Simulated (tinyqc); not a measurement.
# Thin-film transistor with exponential tail and deep states, accumulation layer: effect of the gate capacitance

An undoped film in accumulation, thicker than the space-charge layer. With band bending psi the Fermi level lies E0 - psi below the band edge. Free electrons n = n0 exp(psi/Vt) carry the current; electrons in two exponential distributions of traps, a = a0 exp(psi/Va) and d = d0 exp(psi/Vp), do not. Linear regime, ohmic contacts, traps in equilibrium.

Va = kB Tt/q, Vp = kB Td/q; n0 = Nc exp(-E0/Vt), a0 = Nt th(T/Tt) exp(-E0/Va), d0 = Nd th(T/Td) exp(-E0/Vp), th(x) = pi x/sin(pi x). G(psi) = sum over the three kinds of c0 [V (exp(psi/V) - 1) - psi], field F = sqrt(2 q G/(eps0 eps_r)); Vg = psi + eps0 eps_r F/Ci at the surface. Total charge Q = Ci (Vg - psi_s); free charge Qf = q times the integral of n0 (exp(psi/Vt) - 1)/F over psi from 0 to psi_s; I = (W/L) mb Qf Vd; effective mobility mb Qf/Q.

Values chosen for this exercise; values close to those of an organic semiconductor: temperature T = 300 K; relative permittivity of the semiconductor eps_r = 3.2; density of extended states Nc = 7.7e19 cm^-3; band mobility mb = 2.9 cm^2/(V s); total density of tail states Nt = 7.4e19 cm^-3; characteristic temperature of the tail Tt = 400 K; total density of deep states Nd = 3.7e17 cm^-3; characteristic temperature of the deep states Td = 930 K; bulk Fermi level below the band edge E0 = 0.57 eV; ratio W/L WL = 20; drain voltage Vd = 0.05 V; gate voltage above flat band Vg = 20 V.

Constants: q = 1.602176634e-19 C, kB = 1.380649e-23 J/K, Vt = kB T/q, eps0 = 8.8541878128e-14 F/cm where lengths are in cm. Results are converted to the units shown.

Effect of the gate capacitance:
```
Ci (nF/cm^2)	E0 - psi_s (eV)	Q (nC/cm^2)	free share (%)	effective mobility (cm^2/(V s))	I (nA)
3.4	0.1817	66.68	2.778	0.08056	5.372
5.3	0.1506	103.8	3.868	0.1122	11.64
8.4	0.1190	164.2	5.319	0.1543	25.33
13	0.08941	253.8	7.065	0.2049	51.99
21	0.05733	409.2	9.482	0.2750	112.5
32	0.02951	622.7	12.11	0.3511	218.6
```

As Ci goes from 3.4 to 32 nF/cm^2, the free share rises from 2.78 to 12.1 %, the distance of the Fermi level from the edge falls from 0.182 to 0.0295 eV and the current rises from 5.37 to 219 nA. At Ci = 32 nF/cm^2 the surface Fermi level is within 2 Vt of the band edge, where the exponential forms fail. In every row the th form, which assumes a Fermi level far below the edge, overcounts the filled tail at the surface by more than 15 %.

tinyqc, about 0.01 s, one thread, Intel Xeon 2.30GHz (shared host): `OMP_NUM_THREADS=1 python tinyqc.py 2610071 2610072 out.jsonl`
